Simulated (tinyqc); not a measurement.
A ladder of methods, and size consistency: correlation methods against full CI in the sto-3g basis, for BeH2, spin multiplicity 1. Computed by the program tinyqc with PySCF. All electrons correlated; +Q is the Davidson correction (1 - c0^2) E_corr. The last columns treat two copies 100 angstrom apart as one system. FCI is the lowest singlet.

Geometry (angstrom):

| atom | x | y | z |
|---|---|---|---|
| Be | 0.0000 | 0.0000 | 0.0000 |
| H | 0.0000 | 1.2680 | 0.0000 |
| H | 0.0000 | -1.2680 | 0.0000 |

RHF energy of one = -15.560911 hartree

Correlation energies (hartree):

| method | E_corr of one | share of FCI (%) | E_corr of two at 100 angstrom | two minus twice one (mhartree) |
|---|---|---|---|---|
| MP2 | -0.02190 | 67.325 | -0.04380 | 0.000 |
| CISD | -0.03188 | 97.991 | -0.06235 | 1.406 |
| CISD+Q | -0.03261 | 100.255 | -0.06503 | 0.195 |
| CCSD | -0.03218 | 98.914 | -0.06436 | 0.000 |
| CCSD(T) | -0.03237 | 99.498 | -0.06474 | 0.000 |
| FCI | -0.03253 | 100.000 | - | - |

What does the comparison show, and why?

MP2 recovers 67 %, CISD 98.0 % and CCSD 98.9 % of the FCI value (c0^2 = 0.977 in CISD). MP2 and coupled cluster are size consistent, so their last column vanishes; CISD loses 1.41 mhartree, since a double excitation on each copy is a quadruple of the pair, and the Davidson correction leaves +0.20.
